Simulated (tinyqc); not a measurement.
Raising the field: quantum-confined Stark effect in a modulator well.

Envelopes on cells of 0.5 angstrom over the well |z| < L/2 and 45 angstrom of barrier on each side, psi = 0 beyond, psi'/m continuous (mean mass between points), c = hbar^2/2m0. The electron sees + e F z and the hole - e F z, each with its offset in the barriers; 1 kV/cm = 1e-5 eV/angstrom. Light holes, band mixing and escape by tunnelling are left out.

Exciton: in-plane function exp(-rho/lam), 1/mu = 1/me + 1/mp, E(lam) = c/(mu lam^2) - (q/eps) times the integral over k of Fm(k)(1 + (k lam/2)^2)^(-3/2), Fm(k) the double integral of psi_e^2 psi_h^2 exp(-k |z - z'|), q = e^2/(4 pi eps0); binding Eb = -E at the minimum. Line at Eg + E_e + E_h - Eb, strength proportional to overlap^2/lam^2.

Constants: hbar^2/2m0 = 3.80998211 eV angstrom^2; e^2/(4 pi eps0) = 14.39964547 eV angstrom; hc = 1239.841984 eV nm.

Values chosen for the exercise (near those of a Ge well in SiGe, direct gap; the results hold for these values, not for the real material): L = 124 angstrom (well width); Vc = 0.372 eV (conduction offset); Vv = 0.118 eV (heavy-hole offset); me = 0.0415 m0 (electron, well); meb = 0.0568 m0 (electron, barrier); mh = 0.216 m0 (heavy hole along z, well); mhb = 0.224 m0 (heavy hole, barrier); Eg = 0.834 eV (gap of the well); mp = 0.074 m0 (heavy hole in the plane); eps = 15.8 (dielectric constant); Fs = (0, 14, 28, 42, 57, 74, 93) kV/cm (fields).

All quantities anew; shifts from zero field.

Results:

| F (kV/cm) | dE_e (meV) | dE_h (meV) | Eb (meV) | line shift (meV) | overlap^2 | relative strength |
|---|---|---|---|---|---|---|
| 0 | 0.00 | 0.00 | 3.76 | 0.00 | 0.996 | 1.000 |
| 14 | -0.16 | -0.62 | 3.73 | -0.75 | 0.958 | 0.948 |
| 28 | -0.64 | -2.39 | 3.65 | -2.92 | 0.861 | 0.822 |
| 42 | -1.44 | -5.10 | 3.54 | -6.33 | 0.739 | 0.673 |
| 57 | -2.64 | -8.83 | 3.43 | -11.14 | 0.610 | 0.526 |
| 93 | -6.90 | -20.18 | 3.18 | -26.50 | 0.365 | 0.277 |

Give the missing row, F (kV/cm) = 74.

Computed row:
```
F (kV/cm)  dE_e (meV)  dE_h (meV)  Eb (meV)  line shift (meV)  overlap^2  relative strength
74              -4.42      -13.84      3.30            -17.80      0.482              0.390
```

The line shift grows with exponent 1.96 in F at low field and 1.74 at the end, as the carriers come up against opposite walls and the dipole begins to saturate. The hole gives 79 % of the level shift in the second row and 75 % in the last. The largest shift is 7.0 times the zero-field binding, yet 85 % of the binding survives, since the walls stop the field from pulling the pair apart. Half the strength is gone between 57 and 74 kV/cm.

Program tinyqc; command `OMP_NUM_THREADS=1 python tinyqc.py 1252693 1252694 out.jsonl`; about 0.1 s on one thread of a shared Intel(R) Xeon(R) Processor @ 2.30GHz.
